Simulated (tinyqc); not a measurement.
Inside a calculation. Method: tight binding, dimerised chain. Computed by tinyqc, a small Python program that keeps every step. Settings: t1 = 0.87, t2 = 0.85, delta = 0.39, points = 12, cells = 3. Command: `OMP_NUM_THREADS=1 python tinyqc.py 27424 27425 out.jsonl` (the two numbers bound the seeds that draw the settings). One thread of a shared host (Intel(R) Xeon(R) Processor @ 2.60GHz), about 0.01 s of CPU time with the checks.

## Bloch Hamiltonian at k

Parameters chosen for this model:
```
parameter     value                      unit
t1         0.870000       eV, inside the cell
t2         0.850000         eV, between cells
delta      0.390000  eV, +/- on the two sites
```

k point k (2 pi / a): 0.16000

H_AA = +delta, H_BB = -delta, H_AB = -t1 - t2 exp(-i k a).

H(k) at k (eV):
```
                   A                  B
A            0.39000  -1.32545+0.71768i
B  -1.32545-0.71768i           -0.39000
```

## Levels at k

Diagonalise the Hermitian matrix.

eigenvalues (eV): -1.55692  1.55692

weights |c|^2 of the basis functions:
```
    band 1   band 2
A  0.37475  0.62525
B  0.62525  0.37475
```

## Bloch Hamiltonian at X

k point X (2 pi / a): 0.50000

As before.

H(k) at X (eV):
```
          A         B
A   0.39000  -0.02000
B  -0.02000  -0.39000
```

## Levels at X

As before.

eigenvalues (eV): -0.39051  0.39051

weights |c|^2 of the basis functions:
```
    band 1   band 2
A  0.00066  0.99934
B  0.99934  0.00066
```

## Bands along a path

The same steps at evenly spaced points between the labelled ones.

Bands along the path (eV):
```
k           band 1   band 2
G         -1.76366  1.76366
G-X 0.33  -1.53981  1.53981
G-X 0.67  -0.94446  0.94446
X         -0.39051  0.39051
```

With 1 band(s) filled, the highest filled level on these points lies at X and the lowest empty one at X: a gap of 0.7810 eV, direct.

## Berry (Zak) phase of the lower band

On 12 points k_j = j/N: phase = -Im ln of the product of <u_j|u_(j+1)>, closed with u_N = u_0 (the cell-periodic part is taken without the site positions). Single arguments depend on the phases chosen for the u_j; only their sum modulo 2 pi does not.

Overlaps:
```
j   |<u_j|u_j+1>|  argument (rad)
0         0.99206        -0.10011
1         0.99208        -0.09783
2         0.99204        -0.09236
3         0.99138        -0.08080
4         0.98435        -0.05376
5         0.91360         0.01105
6         0.91360         0.01105
7         0.98435        -0.05376
8         0.99138        -0.08080
9         0.99204        -0.09236
10        0.99208        -0.09783
11        0.99206        -0.10011
```

phase / pi, folded into (-1, 1] = 0.26344

## Open chain of 3 cells

H of the open chain (eV), lower triangle:
```
          1         2         3         4         5         6
1   0.39000
2  -0.87000  -0.39000
3   0.00000  -0.85000   0.39000
4   0.00000   0.00000  -0.87000  -0.39000
5   0.00000   0.00000   0.00000  -0.85000   0.39000
6   0.00000   0.00000   0.00000   0.00000  -0.87000  -0.39000
```

The same hoppings without the wrap-around bond.

levels (eV): -1.59859  -1.14384  -0.55510  0.55510  1.14384  1.59859

weights of the highest filled level on the sites: 0.07968  0.09403  0.05261  0.30113  0.01643  0.45612

The bulk gap runs from -0.3905 to 0.3905 eV; no level of this chain lies inside it.
